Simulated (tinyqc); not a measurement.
Inside a calculation. Method: sp3 tight binding, zinc-blende lattice. One step of it, computed by the program tinyqc.

Problem. Levels at X. Diagonalise the Hermitian matrix.

H(k) at X (eV):
```
,a s,a px,a py,a pz,c s,c px,c py,c pz
a s,-15.690000,0.000000,0.000000,0.000000,0.000000,0.000000+10.766929i,0.000000,0.000000
a px,0.000000,-6.730000,0.000000,0.000000,0.000000-10.766929i,0.000000,0.000000,0.000000
a py,0.000000,0.000000,-6.730000,0.000000,0.000000,0.000000,0.000000,0.000000+11.900922i
a pz,0.000000,0.000000,0.000000,-6.730000,0.000000,0.000000,0.000000+11.900922i,0.000000
c s,0.000000,0.000000+10.766929i,0.000000,0.000000,-15.690000,0.000000,0.000000,0.000000
c px,0.000000-10.766929i,0.000000,0.000000,0.000000,0.000000,-6.730000,0.000000,0.000000
c py,0.000000,0.000000,0.000000,0.000000-11.900922i,0.000000,0.000000,-6.730000,0.000000
c pz,0.000000,0.000000,0.000000-11.900922i,0.000000,0.000000,0.000000,0.000000,-6.730000
```

Give: eigenvalues.

Solution.

eigenvalues (eV): -22.8718  -22.8718  -18.6309  -18.6309  0.4518  0.4518  5.1709  5.1709
